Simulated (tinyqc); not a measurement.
# From level (-1/-2) back to cell length L

Model: formation energy of a charged point defect from supercell energies. Computed by tinyqc, a small Python program. Command: `OMP_NUM_THREADS=1 python tinyqc.py 3015843 3015844 out.jsonl formation inv`. One thread of a shared host (Intel(R) Xeon(R) Processor @ 2.30GHz), about 0.02 s of CPU time with the checks.

The host is a compound AB. Making the defect adds n_A = -1, n_B = 0 atoms to the cell. All total energies are inputs. E_F is counted from the valence-band maximum (VBM); x = 0 is A-rich and x = 1 B-rich growth.

Inputs (values chosen for the exercise, for a model compound AB):
```
quantity                      value  unit
gap E_g                        2.32    eV
E_VBM of the host cell         5.99    eV
potential alignment dV       -0.034    eV
dielectric constant eps        10.9     -
mu_A of the pure element      -2.95    eV
formation enthalpy dH of AB   -1.25    eV
growth condition x             0.68     -
```

Defect: vacancy of A. Supercell lattice: sc.

charge states q: 1  0  -1  -2

E(defect, q) - E(host), in the order of q (eV): -1.613  5.536  12.748  19.152

Constants: e^2/(4 pi eps_0) = 14.39964548 eV angstrom.

Method:
- dmu_A = x dH and dmu_B = (1 - x) dH, so that dmu_A + dmu_B = dH; mu = mu(element) + dmu.
- The reservoir term is sum n_i mu_i.
- Image-charge correction of a point charge in a neutralising background: E_corr = q^2 alpha e^2/(4 pi eps_0) / (2 eps L), alpha = 2.837297 for a sc array with L the cube root of the volume.
- E_f(q, E_F) = [E(defect, q) - E(host)] - sum n_i mu_i + q (E_VBM + dV + E_F) + E_corr(q).
- eps(q/q-1) = E_f(q - 1, 0) - E_f(q, 0).

Task: A run gave the result below. Find the cell length L, known to lie between 5.7 and 12 angstrom.

level (-1/-2) = 1.058798 eV

Result:

Each step takes the trial c = (a f_b - b f_a)/(f_b - f_a), f being the result less the target and a, b, c the logarithms of the listed values; c replaces end b, the old b replaces a if the sign of f changed, and otherwise f_a is halved.

Scan of the range:
```
cell length L (angstrom)  level (-1/-2) (eV)
5.70                                 1.43439
6.45                                 1.31969
7.31                                 1.21714
8.27                                 1.12785
9.36                                 1.04868
10.60                                0.97841
12.00                                0.91653
```

False position (Illinois rule, in the logarithm of the input) inside the bracket:
```
step    end a    end b    trial  level (-1/-2) (eV)
1     8.27000  9.36000  9.21311             1.05826
2     8.27000  9.21311  9.19787             1.05927
3     9.21311  9.19787  9.20500             1.05880
4     9.19787  9.20500  9.20500             1.05880
```

Level (-1/-2) falls at every point of a 13-point scan of the range (every second point is shown), so one value fits; it is bracketed by 8.27 and 9.36. Answer: cell length L = 9.205 angstrom.

Caution: the largest image-charge correction in these energies, q^2 alpha e^2/(8 pi eps_0 eps L) with alpha = 2.837297, exceeds a quarter of the gap; the point-charge term alone is then a rough estimate, usually too large for a charge that is spread out. Caution: the one-electron levels are out of order (negative U): at least one middle charge state is skipped, and the transition past it moves two or more electrons at once.
